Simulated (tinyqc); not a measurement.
Trench capacitor in an array: capacitance, non-linearity, leakage and relaxation: one step of the calculation.

A film between two metal electrodes, each interface adding a series capacitance ci. The small-signal permittivity is ek (1 + aq E^2); the field is found with the linear permittivity. Leakage J = J0 sinh(E/Ef). After a voltage step the film passes a relaxation current kr C V tt^(-nr), tt being the time in seconds. The sidewall is a coaxial capacitor with radii a = dm/2 - t and b = dm/2, depth AR dm; the end face is left out.

Question. Cell capacitance, fields and time constant. Per length 1/c = ln(b/a)/(2 pi eps0 ek) + (1/a + 1/b)/(2 pi ci); cell capacitance c AR dm; per footprint over pt^2; fields c V/(2 pi eps0 ek r) at r = a and b; resistance of the inner electrode rho AR dm/(pi a^2); time constant R C/3 of the distributed line.

Inputs (values chosen for the exercise); permittivity of the order of that of tantalum oxide:
- ek = 23.2 (relative permittivity of the film)
- t = 4.6 nm (film thickness)
- ci = 190 uF/cm^2 (capacitance of each electrode interface (dead layer and screening))
- V = 2.3 V (bias)
- dm = 46 nm (diameter of the hole)
- AR = 70 (aspect ratio, depth over diameter)
- pt = 72 nm (pitch of the square array)
- rho = 660 uohm cm (resistivity of the inner electrode)

Constants: eps0 = 8.8541878128e-14 F/cm where lengths are in cm. Results are converted to the units shown.

Wanted: a; b; cell capacitance; capacitance per footprint; field at a; field at b; R; R C/3.

Answer.

a = 18.40 nm
b = 23.00 nm
cell capacitance = 17.78 fF
capacitance per footprint = 343.0 uF/cm^2
field at a = 5.348 MV/cm
field at b = 4.279 MV/cm
R = 19.98 kohm
R C/3 = 118.4 ps

The array gives 80.4 times the planar capacitance per footprint; curvature makes the field at the inner electrode 1.12 times the planar value.

Numbers from tinyqc (`OMP_NUM_THREADS=1 python tinyqc.py 2102006 2102007 out.jsonl`; about 0.01 s on one thread of a shared Intel Xeon 2.30GHz).
